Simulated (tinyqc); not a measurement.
Minority-electron transport through the base of a bipolar transistor (Moll-Ross and Kroemer integrals). From one set of inputs to another, one input at a time. Computed by tinyqc, a small Python program. Command: `OMP_NUM_THREADS=1 python tinyqc.py 3031530 3031531 out.jsonl base ladder`. One thread of a shared host (Intel(R) Xeon(R) Processor @ 2.30GHz), about 0.01 s of CPU time with the checks.

Low injection, one dimension, x from the emitter edge (0) to the collector edge (W), s = x/W. Recombination is treated as a small correction (valid for tau_B well below tau_n), computed from the stored charge.

The inputs printed are set A. Set A is modelled on SiGe; the values taken over come from a set modelled on silicon. Inputs not listed in the table keep their values of set A, so the rows need not describe a real material.

Inputs (values chosen for the exercise, modelled on SiGe): intrinsic density n_i at the emitter edge = 8.2e+10 1/cm^3; base doping at the emitter edge N_0 = 9.4e+18 1/cm^3; base width W = 26 nm; mu_min = 210 cm^2/(V s); mu_max = 1120 cm^2/(V s); N_ref = 2.6e+17 1/cm^3; saturation velocity v_s = 0.9 1e7 cm/s; base-emitter voltage V_BE = 0.71 V; temperature T = 300 K; doping ratio N_0/N(W) = 6; gap narrowing across the base dE_g = 56 meV.

Base doping profile: Gaussian. Gap grading: linear. Exit of the base: infinite sink.

Constants: k_B = 8.617333262e-05 eV/K; e = 1.602176634e-19 C.

Method. N(x) = N_0 (ratio)^(-s^2); n_i(x)^2 = n_i^2 exp(s dE_g/k_B T); D(x) = (k_B T/e) mu, mu = mu_min + (mu_max - mu_min)/(1 + (N/N_ref)^0.7). With y(x) = N n_i^2/(D n_i(x)^2): base Gummel number G_B = int_0^W y dx; J_C = e n_i^2 exp(e V_BE/k_B T)/G_B; n(x) = (J_C/e)(n_i(x)^2/(N n_i^2)) [int_x^W y dx]; transit time tau_B = (e/J_C) int n dx; trapezoid rule on 401 even points.

Each row keeps all changes above it; columns: (1) input moved; (2) from; (3) to; (4) base transit time tau_B (ps); (5) collector current density J_C (A/cm^2); (6) base Gummel number G_B (s/cm^4):
```
(1)                                               (2)    (3)     (4)    (5)        (6)
set A                                               -      -  0.1590    871  1.047e+12
mu_max (cm^2/(V s))                              1120   1380  0.1454    938  9.724e+11
doping ratio N_0/N(W)                               6     20  0.1113   1063  8.575e+11
mu_min (cm^2/(V s))                               210    250  0.1016   1188  7.675e+11
gap narrowing across the base dE_g (meV)           56     58  0.1005   1207  7.552e+11
base-emitter voltage V_BE (V)                    0.71   0.74  0.1005   3852  7.552e+11
base width W (nm)                                  26     36  0.1926   2782  1.046e+12
base doping at the emitter edge N_0 (1/cm^3)  9.4e+18  3e+18  0.1457  11170  2.605e+11
```

Base transit time tau_B goes from 0.159 to 0.146, a factor 0.917 in all. The largest single move comes from base width W (a factor 1.92), but it runs against the net change; the largest move in the direction of the net change is base doping at the emitter edge N_0 (a factor 0.757). Collector current density J_C goes from 871 to 11200, a factor 12.8 in all. The largest single move comes from base doping at the emitter edge N_0 (a factor 4.01), and base width W works against it (a factor 0.722). Base Gummel number G_B goes from 1.05e12 to 2.60e11, a factor 0.249 in all. The largest single move comes from base doping at the emitter edge N_0 (a factor 0.249), and base width W works against it (a factor 1.38). The single moves hold for this order of the switches; the total does not depend on the order.

Caution (all rows): the mean velocity exceeds v_s, so drift-diffusion with a low-field mobility overstates the speed. Caution (rows set A, mu_max, doping ratio N_0/N(W), mu_min, gap narrowing across the base dE_g, base-emitter voltage V_BE): the base is only a few mean free paths wide, so transport is partly ballistic.

Extremes, crossings and ranges named in words are read from the listed rows.
